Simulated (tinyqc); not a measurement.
# Field length and prefactor from two substrate currents

Inverse problem. For Em = (Vd - Vdsat)/l, Isub/Id = (Ai/Bi)(Vd - Vdsat) exp(-Bi l/(Vd - Vdsat)), and l = sqrt(3 tox xj). Find l, Ai and xj.

Parameters, values chosen for the exercise: oxide thickness tox = 8.3 nm; ionisation field Bi = 1.82 MV/cm.

Isub/Id at Vd - Vdsat = 2.1 and 2.8 V: [0.0372831887, 0.139433779]

Answer. ln[Isub/(Id (Vd - Vdsat))] is linear in 1/(Vd - Vdsat) with slope -Bi l.

l = 47.60 nm
Ai = 2.000e6 1/cm
xj = 91.00 nm

Numbers from tinyqc (`OMP_NUM_THREADS=1 python tinyqc.py 2550001 2550002 out.jsonl`; about 0.01 s on one thread of a shared Intel Xeon 2.30GHz).
